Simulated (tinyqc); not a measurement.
Peierls distortion of a half-filled chain: one step. The equilibrium distortion. Two cases, with inputs chosen for the exercise.

Question. dE/du = 0 gives 1 = (4 al^2/K) mean(sin^2 x/|E|); solve with the exact mean, and compare with the weak-coupling form D = 8 t exp(-1 - 1/(2 lambda)).

Atoms move by +/- u, so bonds change by -/+ 2u and hoppings are t +/- 2 al u. Bands E = -/+ sqrt((2 t cos x)^2 + D^2 sin^2 x) with D = 4 al u, x = k a in (0, pi/2); the gap is 2D. Energy per atom at zero temperature: E(u) = -mean_x sqrt(...) + 2 K u^2; exactly, the mean is (4t/pi) E(1 - z^2), z = D/2t, E the complete elliptic integral of the second kind with parameter m. Coupling lambda = 2 al^2/(pi t K).

Case 1.

Values chosen:
- t = 1.81 eV (hopping of the even chain)
- al = 3.2 eV/angstrom (change of hopping with bond length)
- K = 22.1 eV/angstrom^2 (spring constant of a bond)

Case 2.

Values chosen:
- t = 1.69 eV (hopping of the even chain)
- al = 5.5 eV/angstrom (change of hopping with bond length)
- K = 39.9 eV/angstrom^2 (spring constant of a bond)

Give: lambda; u0; gap 2D; gap, weak coupling; E(u0) - E(0) per atom.

Answer.

Case 1.

lambda = 0.1630
u0 = 0.0195 angstrom
gap 2D = 0.500 eV
gap, weak coupling = 0.496 eV
E(u0) - E(0) per atom = -2.73 meV

Long and short bonds differ by 4 u0 = 0.0782 angstrom. The weak-coupling gap is 0.990 of the full one. The gain is far smaller than the gap, since only states near the zone edge move.

Case 2.

lambda = 0.2856
u0 = 0.0427 angstrom
gap 2D = 1.877 eV
gap, weak coupling = 1.727 eV
E(u0) - E(0) per atom = -38.56 meV

Long and short bonds differ by 4 u0 = 0.1706 angstrom. The weak-coupling gap is 0.920 of the full one. The gain is far smaller than the gap, since only states near the zone edge move.

Computed by tinyqc, one run a case: `OMP_NUM_THREADS=1 python tinyqc.py N N+1 out.jsonl` with N = 1682269, 1682747; one thread of a shared Intel(R) Xeon(R) Processor @ 2.30GHz, about 0.08 s a run at most.
